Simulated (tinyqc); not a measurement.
Deformation potentials from a strained empirical pseudopotential: sweeps and comparisons. A value that a table varies takes the place of the one given here.

Diamond lattice, no spin-orbit coupling. Atomic form factor V(q) = a1 (q^2 - a2)/(a3 exp(a4 q^2) - 1) in rydberg with q in 1/bohr, for the unstrained cell. Under a strain e the reciprocal vectors and k go over into (1 + e)^(-1) G, the atoms sit at +/- tau with tau = (1 + e) a (1,1,1)/8 - zeta a (eyz, ezx, exy)/4, and H(G,G') = c |k + G|^2 delta + (V(q)/det(1 + e)) cos(q.tau), q = G - G', with the term q = 0 left out; c = hbar^2/2m0. The basis is fixed before straining: all G with |k + G|^2 up to 16 (2 pi/a)^2. k is given in units of 2 pi/a of the unstrained cell.

Constants: hbar^2/2m0 = 3.80998211 eV angstrom^2; Ry = 13.60569312 eV; a0 (Bohr radius) = 0.5291772105 angstrom.

Values chosen for the exercise (near those of Si; shifted at random, so the results belong to these values and not to a real crystal): a = 5.431 angstrom (lattice constant); A = (0.54, 2.17, 2.063, 0.485) (a1 (Ry bohr^2), a2 (1/bohr^2), a3, a4 (bohr^2)); h = 0.001 (size of the test strain); kD = 0.82 2 pi/a (position of the Delta minimum); a1 = 0.54; a2 = 2.17; a3 = 2.063; a4 = 0.485.

## The internal displacement

Xu of L (level 5, the lowest empty one) and d from exy = eyz = ezx = h for several zeta: Xu = [E(L [111]) - E(L [1-1-1])]/((8/3) h), d = (single valence level - pair)/(3 sqrt(3) h). zeta = 0 strains the bonds with the lattice; zeta = 1 keeps all four bond lengths equal to first order.

Results:
```
zeta  Xu (L) (eV)  d (eV)
0.00        11.25    0.65
0.25        11.60   -1.64
0.50        11.95   -3.92
0.60        12.10   -4.83
0.75        12.31   -6.20
1.00        12.68   -8.48
```

What can be read from the table?

From zeta = 0 to 1, d goes from 0.65 to -8.48 eV and Xu (L) from 11.25 to 12.68 eV, both nearly linearly: the displacement is an optical-phonon mode, and d = d(0) - zeta d0/4 gives its deformation potential d0 = 37 eV. Leaving the relaxation out (zeta = 0 for 0.5) moves d by +4.57 eV, which reverses its sign, and Xu (L) by -0.71 eV. Tetragonal strain has no such freedom.

## Size of the test strain

e = diag(-h/2, -h/2, h). Xu = [E(Delta z) - E(Delta x)]/(1.5 h) at fixed kD, b = [E(Z) - E(X, Y)]/(4.5 h); one-sided from +h alone, central from +h and -h.

Results (eV):
```
h       Xu one-sided  Xu central  b one-sided  b central
0.0010         8.031       8.036       -3.282     -3.278
0.0025         8.024       8.036       -3.288     -3.278
0.0050         8.011       8.037       -3.298     -3.278
0.0100         7.986       8.038       -3.318     -3.278
0.0200         7.939       8.042       -3.360     -3.279
0.0300         7.893       8.049       -3.401     -3.280
```

What can be read from the table?

From h = 0.001 to 0.03 the one-sided Xu drifts by -0.138 eV and the central one by +0.012 eV; for b the drifts are -0.119 and -0.002 eV. The central difference cancels the term of second order in the strain, so its error goes as h^2. At h = 0.02 the linear law errs by 1.2 % for the valley splitting and 2.5 % for the valence splitting.

## What each parameter of the potential does

Gaps from the valence top to level 8 at Gamma and level 5 at (kD,0,0) and L, and their deformation potentials [E(+h) - E(-h)]/(3 ln((1 + h)/(1 - h))) for e = +/- h 1, h = 0.002. The row for the lattice constant keeps V(q) without the volume factor, so it is not a strain. Each row changes one parameter from the base and keeps the others.

Results:
```
case                Gamma (eV)  Delta (eV)  L (eV)  potential Gamma (eV)  potential Delta (eV)  potential L (eV)
base                     4.275       1.114   2.069                 -8.86                  2.65             -1.94
a = 5.377 angstrom       4.394       0.817   1.967                 -8.55                  2.95             -1.77
a1 = 0.545               4.319       1.181   2.118                 -8.93                  2.64             -1.95
a2 = 2.148               4.388       1.039   2.071                 -8.78                  2.70             -1.90
a3 = 2.042               4.326       1.210   2.136                 -8.95                  2.65             -1.94
a4 = 0.48                4.371       1.202   2.145                 -9.03                  2.57             -2.01
```

What can be read from the table?

The largest shifts from the base row, up to three for each result and ties (the steps differ in size, so this ranks the rows, not the parameters). Gamma (eV): a +0.119, a2 +0.113, a4 +0.096. Delta (eV): a -0.298, a3 +0.096, a4 +0.088. L (eV): a -0.101, a4 +0.077, a3 +0.067. potential Gamma (eV): a +0.31, a4 -0.17, a3 -0.09. potential Delta (eV): a +0.30, a4 -0.08, a2 +0.05; unchanged at the printed digits by a3. potential L (eV): a +0.17, a4 -0.08, a2 +0.03; unchanged at the printed digits by a3.

Program tinyqc; command `OMP_NUM_THREADS=1 python tinyqc.py 1880239 1880240 out.jsonl`; about 0.2 s on one thread of a shared Intel(R) Xeon(R) Processor @ 2.30GHz.
